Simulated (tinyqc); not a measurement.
# Capacitance measurement on a leaky thin oxide: effects of series resistance and leakage: two studies

The device is a capacitance C in parallel with a leakage conductance G, in series with Rs and Ls. An impedance meter reports either a parallel pair (Cp, Gp) from Y = 1/Z = Gp + i w Cp or a series pair (Cs, Rm) from Z = Rm + 1/(i w Cs); w = 2 pi f, dissipation D = Gp/(w |Cp|).

Parameters, values chosen for the exercise; values of the order met in thin-oxide MOS capacitors: relative permittivity of the gate insulator (close to zirconium oxide) eox = 24.6; insulator thickness tox = 2.9 nm; gate area A = 100 um^2; oxide-equivalent thickness added by the accumulation layer zc = 0.36 nm; oxide-equivalent thickness added by gate depletion zp = 0 nm; gate leakage current density, not matched to the thickness Jg = 0.0025 A/cm^2; voltage for an e-fold rise of the leakage Vs = 0.37 V; series resistance Rs = 110 ohm; series inductance Ls = 0 nH; measuring frequency f = 1e5 Hz.

Constants: eps0 = 8.8541878128e-14 F/cm where lengths are in cm. Results are converted to the units shown.

Each table varies one quantity; the others keep the values above.

## Readings against frequency

EOT = 3.9 tox/eox; CET = EOT + zc + zp; C = 3.9 eps0 A/CET; G = Jg A/Vs. Z = Rs + i w Ls + 1/(G + i w C); CET read from Cp = 3.9 eps0 A/Cp; errors under 0.001 % are printed as 0.

The same in every row: C (pF) = 4.212.

Readings against frequency:
```
f (Hz)  Cp (pF)  Cs (pF)         D  error of Cp (%)  error of Cs (%)  CET read from Cp (nm)
1000      4.212    4.487    0.2553                0             6.52                 0.8198
3000      4.212    4.243   0.08510                0            0.724                 0.8198
10000     4.212    4.215   0.02556                0           0.0652                 0.8198
30000     4.212    4.213  0.008597                0          7.24e-3                 0.8198
1e5       4.212    4.212  0.002844                0                0                 0.8198
3e5       4.212    4.212  0.001724                0                0                 0.8198
1e6       4.212    4.212  0.003167                0                0                 0.8198
3e6       4.212    4.212  0.008819         -7.78e-3                0                 0.8198
1e7       4.209    4.212   0.02914          -0.0848                0                 0.8205
3e7       4.180    4.212   0.08735           -0.757                0                 0.8260
```

D goes from 0.255 through a minimum of 0.00172 (at f = 3e5 Hz among the rows listed) to 0.0874; without inductance its minimum lies at f = sqrt(G (1 + G Rs)/Rs)/(2 pi C) = 2.96e5 Hz. The error of Cp goes from 0 to -0.757 % and that of Cs from 6.52 to 0 %; at low frequency Cp tends to C/(1 + G Rs)^2 and Cs grows as 1 + (G/(w C))^2. One of the two readings is within 2 % of C for f = 1000, 3000, 10000, 30000, 1e5, 3e5, 1e6, 3e6, 1e7, 3e7 Hz.

## Effect of the gate leakage current density, not matched to the thickness

Same model as above.

The same in every row: C (pF) = 4.212.

Results:
```
Jg (A/cm^2)  Cp (pF)  Cs (pF)         D  error of Cp (%)  error of Cs (%)  CET read from Cp (nm)
1e-5           4.212    4.212  3.014e-4                0                0                 0.8198
0.0001         4.212    4.212  3.933e-4                0                0                 0.8198
0.001          4.212    4.212  0.001312                0                0                 0.8198
0.02           4.212    4.214   0.02071         -1.20e-3           0.0417                 0.8198
0.2            4.212    4.388    0.2045          -0.0119             4.17                 0.8199
2              4.207    21.78     2.044           -0.119              417                 0.8207
300            3.551  3.953e5     333.7            -15.7           9.38e6                 0.9725
```

Estimate the missing row, Jg = 30 A/cm^2.

Computed row:
```
Jg (A/cm^2)  Cp (pF)  Cs (pF)      D  error of Cp (%)  error of Cs (%)  CET read from Cp (nm)
30             4.138     3957  30.91            -1.76           9.38e4                 0.8344
```

With this row back in the table: As Jg goes from 1e-5 to 300, the error of Cp goes from 0 to -15.7 %, that of Cs from 0 to 9.38e6 %, and D rises from 3.01e-4 to 334. The CET read from Cp goes from 0.820 to 0.973 nm against the true 0.820 nm. For Jg = 2, 30, 300 D exceeds 1, where the accuracy of real meters degrades in proportion to sqrt(1 + D^2).

Numbers from tinyqc (`OMP_NUM_THREADS=1 python tinyqc.py 2022191 2022192 out.jsonl`; about 0.01 s on one thread of a shared Intel Xeon 2.30GHz).
